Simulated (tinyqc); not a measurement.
# ESD clamp with bipolar snapback, compact model and design window: effect of the drain ballast and contact resistance

The drain junction multiplies the current that enters it: Igen = (M - 1)(Ic + I0), M = 1/(1 - (Vj/BV)^n). The generated holes leave through the substrate resistance and the base of the parasitic npn: Igen = Vb/Rb + Ic/be, Ic = Is exp(Vb/Vt). Terminal current I = Ic + I0 + Igen and voltage V = Vj + I Ro, per width. Isothermal, constant gain.

For given Vb: Ic, Igen, M = 1 + Igen/(Ic + I0), Vj = BV (1 - 1/M)^(1/n), I and V. Vt1 is the maximum of V along the curve, Vh the following minimum, Vt2 the voltage at I = It2. It1 and Ih are the currents at Vt1 and Vh.

Parameters, values chosen for the exercise; values close to those of grounded-gate n-channel clamps: temperature T = 300 K; junction breakdown voltage BV = 7.7 V; exponent of the multiplication n = 2.7; current gain of the parasitic npn be = 5.3; saturation current Is = 1.3e-17 A/um; junction leakage I0 = 4.9e-12 A/um; substrate resistance Rb = 60000 ohm um; failure current for 100 ns It2 = 10.6 mA/um.

Constants: q = 1.602176634e-19 C, kB = 1.380649e-23 J/K, Vt = kB T/q. Results are converted to the units shown.

Result of one run:
```
Ro (ohm um)	Vt1 (V)	It1 (uA/um)	Vh (V)	Ih (uA/um)	Vt2 (V)	Vt2 - Vt1 (V)
860	7.706	7.860	4.465	316.0	13.02	5.315
```

What becomes of these results when the drain ballast and contact resistance Ro is changed from 860 to 490 ohm um, all else the same?

Result of the changed run:
```
Ro (ohm um)	Vt1 (V)	It1 (uA/um)	Vh (V)	Ih (uA/um)	Vt2 (V)	Vt2 - Vt1 (V)
490	7.703	7.603	4.331	427.1	9.099	1.395
```

The whole series:
```
Ro (ohm um)	Vt1 (V)	It1 (uA/um)	Vh (V)	Ih (uA/um)	Vt2 (V)	Vt2 - Vt1 (V)
30	7.700	6.329	4.007	1834	4.223	-3.477
52	7.700	6.579	4.042	1381	4.456	-3.244
92	7.701	6.840	4.089	1028	4.880	-2.820
160	7.701	7.092	4.149	770.5	5.601	-2.100
280	7.702	7.348	4.228	574.5	6.873	-0.8290
490	7.703	7.603	4.331	427.1	9.099	1.395
860	7.706	7.860	4.465	316.0	13.02	5.315
1500	7.711	8.115	4.637	233.5	19.80	12.09
```

As Ro goes from 30 to 1500 ohm um, Vt1 stays near 7.70 V, It1 rises from 6.33 to 8.11 uA/um, Vh rises from 4.01 to 4.64 V and Vt2 rises from 4.22 to 19.8 V. Vt2 exceeds Vt1, the condition for all fingers to turn on, in 3 of the 8 rows. Ballast buys uniform turn-on with a higher clamping voltage.

Computed by the program tinyqc: `OMP_NUM_THREADS=1 python tinyqc.py 2670017 2670018 out.jsonl`, one thread of a shared Intel Xeon 2.30GHz, about 0.01 s for the whole run.
